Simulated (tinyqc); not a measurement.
Polycrystalline film, grain-boundary barriers (Seto model): one step of the calculation.

One-dimensional grains of size Lg with donors N; each boundary has Qt acceptor-like traps per area at one level Et below the band edge. Trapped electrons qt deplete a width w = qt/N (both sides together) and raise a barrier Vb = q N w^2/(8 eps0 eps_r). Current crosses the barriers by thermionic emission at small bias. Abrupt depletion, full ionisation, Boltzmann statistics.

Task. Barrier, resistivity and effective mobility. Partly depleted grains: the density at the grain centre is n0 = N and qt = Qt/(1 + 2 (Nc/N) exp((Vb - Et)/Vt)). If that gives qt >= N Lg, the grains are fully depleted: qt = N Lg, w = Lg and n0 = 2 Nc exp((Vb - Et)/Vt)/(Qt/(N Lg) - 1). Resistivity: barriers rb = Vt exp(Vb/Vt)/(q n0 vc Lg), grain interior rg = (1 - w/Lg)/(q mg N); effective mobility 1/(q N (rb + rg)).

Inputs (values chosen for the exercise); values close to those of polycrystalline silicon:
- T = 300 K (temperature)
- eps_r = 11.7 (relative permittivity of the semiconductor)
- Lg = 20 nm (grain size)
- Qt = 2.3e12 cm^-2 (trap density at a boundary)
- N = 9e18 cm^-3 (donor density)
- mg = 110 cm^2/(V s) (mobility inside a grain)
- vc = 7.6e6 cm/s (collection velocity at the barrier)
- Nc = 2.8e19 cm^-3 (conduction-band density of states at T)
- Et = 0.56 eV (trap level below the band edge)

Constants: q = 1.602176634e-19 C, kB = 1.380649e-23 J/K, Vt = kB T/q, eps0 = 8.8541878128e-14 F/cm where lengths are in cm. Results are converted to the units shown.

Give: qt; w; Vb; n0; rb; rg; effective mobility.

Result.

qt = 2.3000e12 cm^-2
w = 2.5556 nm
Vb = 0.011363 V
n0 = 9.0000e18 cm^-3
rb = 0.0018306 ohm cm
rg = 0.0054990 ohm cm
effective mobility = 94.617 cm^2/(V s)

The grains are partly depleted, 100 % of the traps are filled and the barriers give 25.0 % of the resistivity.

Range of the model: The barrier is under 2 Vt, where the abrupt-depletion and emission pictures are rough.

Numbers from tinyqc (`OMP_NUM_THREADS=1 python tinyqc.py 2610048 2610049 out.jsonl`; about 0.01 s on one thread of a shared Intel Xeon 2.30GHz).
